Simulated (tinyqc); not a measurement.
Surface photovoltage measurement of the minority-carrier diffusion length in a wafer. From apparent length L_app back to diffusion length L. Computed by tinyqc, a small Python program. Command: `OMP_NUM_THREADS=1 python tinyqc.py 3130546 3130547 out.jsonl spv inv`. One thread of a shared host (Intel(R) Xeon(R) Processor @ 2.30GHz), about 0.01 s of CPU time with the checks.

Low injection, steady light, a depletion layer much thinner than 1/alpha and L. The excess density dn is taken at the front edge of the neutral region; light that reaches the back is lost.

Inputs (values chosen for the exercise, modelled on p-type silicon at room temperature):

| quantity | value | unit |
|---|---|---|
| wafer thickness W | 300 | micrometre |
| diffusivity D | 29.4 | cm^2/s |
| front recombination velocity S_f | 140 | cm/s |
| back recombination velocity S_b | 3700 | cm/s |
| photon flux entering | 2.5e+11 | 1/(cm^2 s) |
| relative noise of each reading | 0.5 | % |

normal deviates g for the noise: -1.49  -1.10  -0.06  -1.51  0.36  0.52  0.93

Method:
- alpha = (84.732/lambda - 76.417)^2 per cm with lambda in micrometre (an empirical fit for silicon between 0.7 and 1.05 micrometre).
- Thick wafer: dn = Phi L/((S_f + D/L)(L + 1/alpha)). Finite wafer, with s = S_b L/D, w = W/L, a = alpha L: dn = [Phi a/(a^2 - 1)] [a - B - exp(-alpha W)(a - s)/(cosh w + s sinh w)]/(S_f + B D/L), B = (sinh w + s cosh w)/(cosh w + s sinh w).
- Readings y = (Phi/dn) (1 + noise x g) at 780, 830, 880, 920, 950, 975 and 995 nm; a least-squares line y = c (1/alpha + L_app) gives L_app = intercept/slope.

Question. A run gave the result below. Find the diffusion length L, known to lie between 13 and 36 micrometre.

apparent length L_app = 20.78092 micrometre

Answer.

Each step takes the trial c = (a f_b - b f_a)/(f_b - f_a), f being the result less the target and a, b, c the logarithms of the listed values; c replaces end b, the old b replaces a if the sign of f changed, and otherwise f_a is halved.

Scan of the range:

| diffusion length L (micrometre) | apparent length L_app (micrometre) |
|---|---|
| 13.0 | 12.5899 |
| 15.4 | 14.9540 |
| 18.3 | 17.8092 |
| 21.6 | 21.0564 |
| 25.6 | 24.9896 |
| 30.4 | 29.7055 |
| 36.0 | 35.2016 |

False position (Illinois rule, in the logarithm of the input) inside the bracket:

| step | end a | end b | trial | apparent length L_app (micrometre) |
|---|---|---|---|---|
| 1 | 18.3000 | 21.6000 | 21.2984 | 20.7596 |
| 2 | 21.6000 | 21.2984 | 21.3199 | 20.7808 |
| 3 | 21.6000 | 21.3199 | 21.3201 | 20.7811 |
| 4 | 21.3199 | 21.3201 | 21.3200 | 20.7809 |

Apparent length L_app rises at every point of a 13-point scan of the range (every second point is shown), so one value fits; it is bracketed by 18.3 and 21.6. Answer: diffusion length L = 21.32 micrometre.
